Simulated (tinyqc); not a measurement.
Floating body of a partially depleted SOI transistor: body voltage and kink: two steps of the calculation.

Source at 0 V. Channel current Ic = 2 nf K Vt^2 [F(0) - F(Vd)](1 + la Vd), F(V) = ln^2(1 + exp((Vg - VT - nf V)/(2 nf Vt))), VT = VT0 - gb Vb. Saturation voltage Vs = 2 Vt sqrt(F(0)) + 3 Vt, excess Ve = (Vd - Vs + sqrt((Vd - Vs)^2 + 0.0004 V^2))/2, multiplication M1 = Ai Ve exp(-Bl/Ve). Each junction passes D(v) = J1 (exp(v/Vt) - 1) + J2 (exp(v/(2 Vt)) - 1). Bipolar current Ib = bb J1 (exp(Vb/Vt) - 1). The body settles where M1 (Ic + Ib) = D(Vb) + D(Vb - Vd) + Vb/Rb; drain current Id = (1 + M1)(Ic + Ib) - D(Vb - Vd).

Inputs (values chosen for the exercise); values of the order met in partially depleted silicon-on-insulator transistors: temperature T = 358 K; threshold at zero body voltage VT0 = 0.33 V; fall of the threshold per volt of body voltage gb = 0.14; slope factor nf = 1.27; gain factor per width K = 160 uA/(V^2 um); channel-length modulation factor la = 0.06 1/V; impact-ionisation prefactor Ai = 1.21 1/V; impact-ionisation voltage Bl = 8.2 V; diffusion saturation current of each junction J1 = 3.8e-10 uA/um; recombination saturation current of each junction J2 = 2.2e-7 uA/um; gain of the lateral bipolar transistor on the diffusion current bb = 0.5; resistance of a weak body tie to the source (1e9 stands for no tie, and the term is then dropped) Rb = 2000 kohm um; gate voltage Vg = 0.5 V; drain voltage Vd = 2.3 V.

Constants: q = 1.602176634e-19 C, kB = 1.380649e-23 J/K, Vt = kB T/q. Results are converted to the units shown.

Question 1. New Vb. Current into the body I_in = M1 (Ic + Ib) - D(Vb - Vd), current out I_out = D(Vb) + Vb/Rb; f = ln(I_in/I_out), s = df/dVb by central differences over 1e-5 V, Vb(new) = Vb - f/s.

Vb after iteration 1 = 0.28689972 V

Find: Ic; Ve; M1; I_in; I_out; f; s; Vb after iteration 2.

Answer 1.

Ic = 3.324 uA/um
Ve = 2.038 V
M1 = 0.04411
I_in = 0.1466 uA/um
I_out = 0.1435 uA/um
f = 0.02177
s = -2.526 1/V
Vb after iteration 2 = 0.2955 V

Question 2. Drain current with floating and with grounded body. Id and VT at the converged Vb, Id at Vb = 0, their ratio, and the bipolar share Ib/(Ic + Ib).

converged Vb = 0.29568906 V

Wanted: VT; Id, floating; Id, grounded; ratio; bipolar share.

Answer 2.

VT = 0.2886 V
Id, floating = 3.508 uA/um
Id, grounded = 2.392 uA/um
ratio = 1.467
bipolar share = 8.222e-5 %

The body rises to 0.296 V and lowers the threshold by 41.4 mV.

Range of the model: The multiplication law is an empirical form chosen for the exercise; self-heating and capacitive coupling to the body are left out, and the linear laws are rough once Vb passes about 0.7 V or M1 about 0.1.

tinyqc, about 0.2 s, one thread, Intel Xeon 2.30GHz (shared host): `OMP_NUM_THREADS=1 python tinyqc.py 2182002 2182003 out.jsonl`
